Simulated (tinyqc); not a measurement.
# Energy and delay of logic against supply voltage, step by step

tinyqc, about 0.01 s, one thread, Intel Xeon 2.30GHz (shared host): `OMP_NUM_THREADS=1 python tinyqc.py 2082024 2082025 out.jsonl` Printed values are rounded.

One expression serves below and above threshold: I(Vg) = Ik [ln(1 + exp((Vg - VT + dd V)/(al nf Vt)))]^al, with I_on = I(V) and I_off = I(0). Gate delay td = kd C V/I_on, clock period LD td. Per gate and cycle the switching energy is act C V^2 and the leakage energy I_off V LD td. No short-circuit current, no variation. Minima are sought above 0.09 V; below a few Vt gates no longer switch and the model has no meaning.

Values chosen for this exercise; values of the order met in logic technologies:
- T = 358 K (temperature)
- VT = 0.25 V (threshold voltage at zero drain bias)
- nf = 1.32 (slope factor)
- dd = 0.04 (barrier lowering per volt of supply)
- Ik = 2.5 uA (specific current of a gate)
- al = 1.46 (exponent of the current law)
- C = 1.8 fF (load capacitance of a gate)
- kd = 0.9 (delay factor)
- LD = 60 (logic depth)
- act = 0.02 (activity factor)
- V = 0.56 V (supply voltage)

Constants: q = 1.602176634e-19 C, kB = 1.380649e-23 J/K, Vt = kB T/q. Results are converted to the units shown.

## Currents, delay and energies

I_on, I_off, td, clock frequency 1/(LD td), both energies and their sum.

I_on = 30.88024 uA
I_off = 9.200004 nA
td = 29.37801 ps
clock frequency = 0.5673177 GHz
switching energy = 11.28960 aJ
leakage energy = 9.081335 aJ
energy = 20.37093 aJ

I_on/I_off = 3360; leakage makes up 44.6 % of the energy.

## Starting value

V = 0.43 V.

V at the start = 0.43 V

## Iteration 1: new V

Minimum-energy supply: E(V) is the energy per gate and cycle; with h = 0.001 V, E' = (E(V + h) - E(V - h))/(2 h), E'' = (E(V - h) - 2 E(V) + E(V + h))/h^2, V(new) = V - E'/E''.

E' = 13.74230 aJ/V
E'' = 317.9332 aJ/V^2
V after iteration 1 = 0.3867761 V

## Iteration 2: new V

As before.

E' = -3.498871 aJ/V
E'' = 499.6095 aJ/V^2
V after iteration 2 = 0.3937794 V

## Iteration 3: new V

As before.

E' = -0.1359362 aJ/V
E'' = 461.4613 aJ/V^2
V after iteration 3 = 0.3940739 V

## Course of the iteration

Stop when the step is below 1e-9 V, or after 40 iterations.

Course of the iteration:
```
iteration,V before the step (V),step (V)
1,0.43,-0.0432
2,0.3867761,7.00e-3
3,0.3937794,2.95e-4
4,0.3940739,4.82e-7
5,0.3940744,-5.60e-12
```

Converged in 5 iterations. There leakage makes up 65.8 % of the energy and the clock runs at 286 MHz.
